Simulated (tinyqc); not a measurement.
Comparisons within one model: thin-film optics by transfer matrices. A value that a table varies takes the place of the one given here.

Indices N = n + i k. Snell: N0 sin(theta) = N_j sin(theta_j), with Im(N_j cos theta_j) >= 0. Admittance y_j = N_j cos theta_j for s and N_j/cos theta_j for p. Phase delta_j = 2 pi N_j cos theta_j d_j/lambda. Layer matrix [[cos delta, -i sin delta/y], [-i y sin delta, cos delta]], multiplied from the top down to M. (B, C) = M (1, y_sub); r = (y0 B - C)/(y0 B + C), R = |r|^2, T = 4 Re y0 Re y_sub/|y0 B + C|^2, absorbed in the films 1 - R - T.

Ellipsometry: rho = tan(Psi) exp(i Delta) = -conj(r_p/r_s) with the r of the admittance formula, Delta in 0 to 360 degrees, so that a bare dielectric at small angles gives Delta = 180.

Parameters, chosen for this exercise (indices near those of Si3N4, SiO2 on polySi; the results hold for these values, not for the real material): lam = 633 nm (vacuum wavelength); n0 = 1 (ambient index); n = (2.018, 1.455, 3.962) (n of Si3N4, SiO2, substrate); k = (0, 0, 0.04) (k in the same order); d = (101, 39) nm (thicknesses, top first); theta = 45 degrees (angle of incidence); pol = s (polarisation).

## Swing curve: thickness of the top film

The first entry of d takes the values listed.

Stack:
```
d_1 (nm)       R       T  absorbed
101.0     0.5015  0.4985    0.0000
128.9     0.5699  0.4301    0.0000
156.8     0.4955  0.5045    0.0000
184.7     0.2423  0.7577    0.0000
212.6     0.0001  0.9999    0.0000
240.5     0.2552  0.7448    0.0000
268.5     0.5018  0.4982    0.0000
296.4     0.5699  0.4301    0.0000
324.3     0.4953  0.5047    0.0000
352.2     0.2418  0.7582    0.0000
380.1     0.0002  0.9998    0.0000
408.0     0.2557  0.7443    0.0000
435.9     0.5015  0.4985    0.0000
```

R swings between 0.0001 and 0.5699 on these points. The period is lambda/(2 Re(N_1 cos theta_1)) = 167.5 nm, six rows. The film does not absorb, so the swing repeats exactly. The swing ratio (max - min)/mean is 1.60.

## Angle of incidence

Both polarisations.

Stack:
```
theta (degrees)     R_s     R_p    Psi   Delta
0                0.4242  0.4242  45.00  180.00
15               0.4322  0.4025  43.98  181.26
30               0.4567  0.3360  40.62  186.21
45               0.5015  0.2285  34.02  199.20
55               0.5492  0.1516  27.72  218.12
60               0.5815  0.1221  24.62  233.65
65               0.6215  0.1075  22.58  254.83
70               0.6712  0.1183  22.77  280.31
75               0.7327  0.1714  25.81  305.33
80               0.8075  0.2949  31.14  326.50
85               0.8968  0.5395  37.80  344.14
```

R_s and R_p agree at normal incidence (0.4242). R_p is lowest at 65 degrees of those listed (0.1075), where R_s = 0.6215; the top face alone would stop reflecting p light at arctan(n/n0) = 63.6 degrees, while the layers and the substrate below set where the minimum falls. R_s rises steadily with the angle.

## Sensitivity of the reflectance

R for both polarisations. Each row changes one parameter from the base and keeps the others.

Results:
```
case                          R_s     R_p     T_s
base                       0.5015  0.2285  0.4985
d = (106, 39) nm           0.5251  0.2462  0.4749
n = (2.058, 1.455, 3.962)  0.5233  0.2432  0.4767
k = (0, 0, 0.054)          0.5023  0.2292  0.4977
lam = 638 nm               0.4949  0.2238  0.5051
theta = 50 degrees         0.5230  0.1887  0.4770
```

The largest shifts from the base row, up to three for each result and ties (the steps differ in size, so this ranks the rows, not the parameters). R_s: d +0.0236, n +0.0218, theta +0.0215. R_p: theta -0.0398, d +0.0178, n +0.0147. T_s: d -0.0236, n -0.0218, theta -0.0215.

(tinyqc, `OMP_NUM_THREADS=1 python tinyqc.py 1651221 1651222 out.jsonl`, Intel(R) Xeon(R) Processor @ 2.30GHz, 1 thread, shared host, about 0.01 s.)
